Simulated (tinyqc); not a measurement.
Worked calculation: plane-wave Kohn-Sham cycle with exchange-only LDA in a layered model solid. One step of it, computed by the program tinyqc.

Problem. Iteration 1: Hamiltonian at one k. H(m,m') = (k + G_m)^2/2 delta + V(G_m - G_m'), with V(-G) = V(G).

A solid whose potential varies along x alone (atomic units):
```
parameter,value
period a,6.300000
cross-section of the cell,18.000000
electrons per cell,4
grid points,16
"plane waves -n..n, n",3
k points,1
V1 in V1 cos(2 pi x/a),-0.180000
V2 in V2 cos(4 pi x/a),-0.090000
```

V(G_m), m = 0, 1, 2, ... (hartree): -0.322953  -0.090000  -0.045000  0.000000  0.000000  0.000000  0.000000

k = 0.000000 2 pi / a

Give: H.

Solution.

H (hartree), lower triangle:
```
,-3,-2,-1,+0,+1,+2,+3
-3,4.1531
-2,-0.0900,1.6664
-1,-0.0450,-0.0900,0.1744
+0,0.0000,-0.0450,-0.0900,-0.3230
+1,0.0000,0.0000,-0.0450,-0.0900,0.1744
+2,0.0000,0.0000,0.0000,-0.0450,-0.0900,1.6664
+3,0.0000,0.0000,0.0000,0.0000,-0.0450,-0.0900,4.1531
```
